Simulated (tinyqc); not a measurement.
Stress along the channel: six-band hole subbands of a thin body in a field.

Basis X, Y, Z times spin, hole energies counted downwards from the unstrained edge (the hydrostatic shift is left out), c = hbar^2/2m0. For a symmetric tensor T let C(T) have C_XX = L Txx + M (Tyy + Tzz), C_XY = N Txy (cyclic), L = c (g1 + 4 g2), M = c (g1 - 2 g2), N = 6 c g3. k = q + kz n, n the unit normal, q = k1 u + k2 v with u along the channel [1-10] and v = n x u. H = C(k k^T) + (Dso/3)(1 - L.sigma) - B + e F z with (L_k)_ij = -i epsilon_kij; B is the block C built from the traceless strain with 2b, -b and sqrt(3) d in place of L, M, N. Strain: exx = eyy = (s11 + s12) sx/2, ezz = s12 sx, exy = -s44 sx/4. Hard walls at z = 0 and t; basis sin(j pi z/t), j = 1 to Nz: kz^2 = (j pi/t)^2, kz = -i D with D_jl = 4 j l/(t (j^2 - l^2)), z_jj = t/2 and z_jl = -8 t j l/(pi (j^2 - l^2))^2 for j + l odd; 1 MV/cm = 0.01 eV/angstrom.

Nz = 14. E1 is the top subband at q = 0, gap the distance to the next pair, and the masses are c q^2/(E(q) - E1) at |q| = 0.02 1/angstrom (mean of the spin pair) along the channel [1-10] and across it in the plane; a dash marks a band that does not rise.

Constants: hbar^2/2m0 = 3.80998211 eV angstrom^2.

Values chosen for the exercise (near those of a p-type Si channel; the results hold for these values, not for the real material):
- g1 = 4.27 (Luttinger gamma1)
- g2 = 0.34 (gamma2)
- g3 = 1.45 (gamma3)
- Dso = 0.044 eV (spin-orbit splitting)
- b = -2.11 eV (tetragonal potential)
- d = -4.78 eV (trigonal potential)
- S = (7.8, -2.14, 12.45) 1/TPa (compliances s11, s12, s44)
- face = 111 (surface)
- t = 35 angstrom (body thickness)
- F = 0.2 MV/cm (field across the body)

Each row has its own sx.

Results:

| sx (GPa) | E1 (meV) | gap (meV) | m channel | m across |
|---|---|---|---|---|
| -3.0 | -20.0 | 128.1 | 0.129 | 1.328 |
| -2.0 | 15.6 | 113.8 | 0.133 | 1.222 |
| -1.0 | 50.2 | 61.8 | 0.144 | 0.934 |
| -0.5 | 65.8 | 39.1 | 0.165 | 0.625 |
| 0.0 | 75.8 | 27.7 | 0.280 | 0.283 |
| 0.5 | 74.4 | 39.0 | 0.531 | 0.168 |
| 1.0 | 67.3 | 61.6 | 0.634 | 0.152 |

Under 2 GPa of compression the channel mass goes from 0.280 to 0.133 m0, the mass across from 0.283 to 1.222; the gap to the next subband is 114, 28 and 62 meV at -2, 0 and +1 GPa. The lightest channel mass of the table, 0.129 m0, is at -3.0 GPa.

Computed by tinyqc, a small Python program: `OMP_NUM_THREADS=1 python tinyqc.py 1282099 1282100 out.jsonl` (the numbers bound the seed that draws the inputs); one thread of a shared host (Intel(R) Xeon(R) Processor @ 2.30GHz), about 0.4 s for the whole set of steps.
